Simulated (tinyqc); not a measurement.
Inside a calculation: band gaps under pressure and temperature from deformation potentials. Values are carried at full precision from step to step, so a last printed digit may differ when a step is redone from the rounded ones.

Murnaghan: V/V0 = (1 + Bp P/B0)^(-1/Bp), B0 = (C11 + 2 C12)/3. Each gap moves by a ln(V/V0) with its volume potential a, and falls with temperature by aV T^2/(T + bV) (Varshni); the two effects are added. No change of phase is considered.

Parameters, chosen for this exercise (near those of Si, the X and L potentials typical of such crystals; the results hold for these values, not for the real material):
- C11 = 166.3 GPa
- C12 = 63 GPa
- Bp = 4.22 (pressure derivative of the bulk modulus)
- P = 0.5 GPa (pressure)
- Eg = 4.137 eV (gap at Gamma to the s-like level at 0 K, 0 GPa)
- EgX = 1.184 eV (gap to X at 0 K, 0 GPa)
- EgL = 2.14 eV (gap to L at 0 K, 0 GPa)
- aG = -12.32 eV (volume potential of the Gamma gap)
- aX = 2.04 eV (volume potential of the X gap)
- aL = -3.88 eV (volume potential of the L gap)
- aV = (0.386, 0.496, 0.447) meV/K (Varshni alpha of Gamma, X, L)
- bV = (128, 591, 282) K (Varshni beta of Gamma, X, L)
- T = 300 K (temperature)
- aT = 2.6 1e-6/K (linear thermal expansion near 300 K)

## Volume under pressure

Give B0, V/V0, ln(V/V0), the change of the lattice constant and the linear estimate -P/B0.

B0 = 97.43 GPa
V/V0 = 0.99494
ln(V/V0) = -0.00508
change of a = -0.169 %
-P/B0 = -0.00513

The stiffening under pressure makes the compression 1.1 % smaller than the linear estimate.

## Gaps at P and T

Give both shifts and the gaps.

pressure shifts (eV): Gamma 0.0625, X -0.0104, L 0.0197

temperature shifts (eV): Gamma -0.0812, X -0.0501, L -0.0691

gaps (eV): Gamma 4.1184, X 1.1235, L 2.0906

The lowest valley is X (indirect gap), 967 meV below L; at 0 K and 0 GPa it is X.

## Pressure coefficients

Expand in P: E = E0 + c1 P + c2 P^2 with c1 = -a/B0 and c2 = a Bp/(2 B0^2).

c1 (meV/GPa): Gamma 126.45, X -20.94, L 39.82

c2 (meV/GPa^2): Gamma -2.738, X 0.453, L -0.862

Gamma and L rise under pressure and X falls, as the signs of the volume potentials say.

## Pressures at which the valleys cross

Two gaps meet at ln(V/V0) = -(E_i - E_j)/(a_i - a_j), with the gaps at T and P = 0; then P = (B0/Bp)(exp(-Bp ln(V/V0)) - 1). A dash marks expansion or a compression beyond ln(V/V0) = -0.3.

Crossings:
```
pair     E_i - E_j (eV)  ln(V/V0)  P (GPa)
Gamma-X          2.9219    0.2035        -
Gamma-L          1.9850    0.2352        -
L-X              0.9370    0.1583        -
```

The lowest valley stays X down to ln(V/V0) = -0.3, far beyond the phase change of the real crystal near 12 GPa.

## How much of dE/dT is thermal expansion

At 300 K: dE/dT = -aV T (T + 2 bV)/(T + bV)^2; expansion alone gives 3 aT a; the rest is electron-phonon coupling.

dE/dT (meV/K): Gamma -0.3515, X -0.2778, L -0.3421

from expansion (meV/K): Gamma -0.0961, X 0.0159, L -0.0303

remainder (meV/K): Gamma -0.2554, X -0.2937, L -0.3118

Expansion supplies 27 % of the slope at Gamma and 9 % at L; at X it works against the fall.

## Checks

- Slope of the Gamma gap at P = 0 by finite differences against c1 (meV/GPa): both 126.45.

Run: tinyqc, `OMP_NUM_THREADS=1 python tinyqc.py 1080782 1080783 out.jsonl`; Intel(R) Xeon(R) Processor @ 2.30GHz, one thread, shared host; about 0.01 s of CPU time with all checks.
